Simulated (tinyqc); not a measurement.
# Heat flow across a film from the phonon Boltzmann equation in the relaxation-time approximation, step by step

A worked calculation. Computed by tinyqc, a small Python program that keeps every step. Command: `OMP_NUM_THREADS=1 python tinyqc.py 3022611 3022612 out.jsonl slabbte walk`. One thread of a shared host (Intel(R) Xeon(R) Processor @ 2.30GHz), about 0.01 s of CPU time with the checks. Intermediate numbers are printed to about 6 digits and carried at full precision; extremes and crossings named in words are read from the listed rows.

Two black walls, hot at x = 0 and cold at x = L, emit phonons isotropically. For one free path Lambda, with tau = x/Lambda, tau_L = L/Lambda and phi = (T - T_cold)/Delta T, energy balance gives phi(tau) = (1/2) [E2(tau) + int_0^tau_L phi(s) E1(|tau - s|) ds]; E_n are the exponential integrals. The flux over the ballistic flux C v Delta T/4 is psi = 1 - 2 int_0^tau_L phi(s) E2(s) ds, and kappa_eff/kappa = (3/4) tau_L psi. kappa = C v Lambda/3 is an input, so at fixed kappa a longer free path means a smaller C v.

Inputs (values chosen for the exercise, modelled on silicon carbide):
```
quantity                             value     unit
bulk conductivity kappa                410  W/(m K)
film thickness L                        17       nm
wall temperature difference Delta T    1.2        K
free path Lambda_1                     120       nm
cells n in the small system              4        -
```

Free-path groups: one.

## The small linear system for Lambda_1

Cut the film into n equal cells with constant phi, collocated at the centres c_i: the kernel integrates to A_ij = |E2(|c_i - e_j|) - E2(|c_i - e_(j+1)|)|/2 for cell edges e_j, and A_ii = 1 - E2(half a cell); solve (1 - A) phi = E2(c)/2; psi = 1 - 2 sum_j phi_j [E3(e_j) - E3(e_(j+1))].

optical thickness tau_L = 0.141667

1 - A:
```
           1          2          3          4
1   0.920926  -0.050357  -0.038080  -0.031395
2  -0.050357   0.920926  -0.050357  -0.038080
3  -0.038080  -0.050357   0.920926  -0.050357
4  -0.031395  -0.038080  -0.050357   0.920926
```

right-hand side E2(c)/2: 0.460463  0.410107  0.372027  0.340632

flux weights E3(e_j) - E3(e_(j+1)): 0.0327354  0.0290827  0.0263711  0.0241413

## Temperature profile and flux in the small system

In short, (1 - A) phi = b and psi = 1 - 2 sum_j w_j phi_j, with b the right-hand side and w_j the flux weights; the cells divide 0 to tau_L.

phi at the cell centres: 0.563178  0.520401  0.479599  0.436822

psi, small system = 0.886473

## Fine solution for Lambda_1

Use 150 and 300 cells and extrapolate psi = (4 psi(300) - psi(150))/3. The jump at the hot wall is 1 - phi there (linear extrapolation from the first two of 300 cells). Two-flux (diffusion with slip) formula: psi = 1/(1 + 3 tau_L/4).

psi for Lambda_1 = 0.886371

kappa_eff/kappa for Lambda_1 = 0.0941769

jump at the wall / Delta T for Lambda_1 = 0.410545

psi, two-flux formula = 0.903955

The small system misses psi by +0.01 % and the two-flux formula by +2.0 %. Transport is nearly ballistic: most of Delta T drops at the two walls.

## Conductivity, flux and boundary resistance of the film

Each group is solved on its own with 150 and 300 cells, psi = (4 psi(300) - psi(150))/3, and weighted by its share of kappa. Flux J = kappa_eff Delta T/L; apparent boundary resistance per wall (L/kappa_eff - L/kappa)/2.

kappa_eff = 38.6125 W/(m K)

kappa_eff/kappa = 0.0941769

flux J = 2.72559 GW/m^2

apparent resistance per wall = 0.199404 m^2 K/GW

## Exact and approximate size effects

Two-flux: kappa_eff/kappa = sum f_i/(1 + 4 Lambda_i/(3 L)). Matthiessen with the thickness: sum f_i/(1 + Lambda_i/L). Ballistic limit: sum f_i 3 L/(4 Lambda_i).

Kappa_eff/kappa:
```
L (nm)  Boltzmann   two-flux  Matthiessen  ballistic limit
3.6     0.0218692  0.0220049    0.0291262           0.0225
12      0.0686777  0.0697674    0.0909091            0.075
30       0.153796   0.157895          0.2           0.1875
72       0.300287   0.310345        0.375             0.45
180      0.514486   0.529412          0.6            1.125
480      0.737916       0.75          0.8                3
1200     0.875620   0.882353     0.909091              7.5
3000     0.946466   0.949367     0.961538            18.75
```

The two-flux formula lies above the Boltzmann result by at most about 3.3 % (at L = 72 nm); the Matthiessen form is high by up to 33 %, since it misses the factor 3/4 of the ballistic limit. The thinnest film reaches 97 % of that limit, and the thickest, 25 Lambda_1, only 95 % of the bulk value. Rows below about 10 nm are near the phonon wavelength, where a particle picture fails.

Checks made by the program: symmetry phi(tau) + phi(tau_L - tau) = 1 (relative difference below 1e-10); thick-film limit psi = 1/(3 tau_L/4 + 1.0657) at tau_L = 20 (relative difference 2e-04).
